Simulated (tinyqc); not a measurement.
UHF in the sto-6g basis, for BeH, spin multiplicity 2, step by step. One step of it, computed by the program tinyqc.

Task: Orthogonalisation. S = U s U^T; symmetric (Loewdin) form X = U s^(-1/2) U^T, so that X^T S X = 1.

overlap S, order 1Be 1s, 1Be 2s, 1Be 2px, 1Be 2py, 1Be 2pz, 2H 1s:
$$\begin{pmatrix}
1.000000 & 0.254764 & 0.000000 & 0.000000 & 0.000000 & 0.024162 \\
0.254764 & 1.000000 & 0.000000 & 0.000000 & 0.000000 & 0.284346 \\
0.000000 & 0.000000 & 1.000000 & 0.000000 & 0.000000 & 0.000000 \\
0.000000 & 0.000000 & 0.000000 & 1.000000 & 0.000000 & 0.000000 \\
0.000000 & 0.000000 & 0.000000 & 0.000000 & 1.000000 & 0.366704 \\
0.024162 & 0.284346 & 0.000000 & 0.000000 & 0.366704 & 1.000000
\end{pmatrix}$$

Give: eigenvalues of S; X.

Result:

eigenvalues of S: [0.5134, 0.8027, 1.0000, 1.0000, 1.1806, 1.5033]

X, order 1Be 1s, 1Be 2s, 1Be 2px, 1Be 2py, 1Be 2pz, 2H 1s:
$$\begin{pmatrix}
1.0263 & -0.1380 & 0.0000 & 0.0000 & -0.0064 & 0.0194 \\
-0.1380 & 1.0641 & 0.0000 & 0.0000 & 0.0482 & -0.1700 \\
0.0000 & 0.0000 & 1.0000 & 0.0000 & 0.0000 & 0.0000 \\
0.0000 & 0.0000 & 0.0000 & 1.0000 & 0.0000 & 0.0000 \\
-0.0064 & 0.0482 & 0.0000 & 0.0000 & 1.0602 & -0.2135 \\
0.0194 & -0.1700 & 0.0000 & 0.0000 & -0.2135 & 1.0971
\end{pmatrix}$$
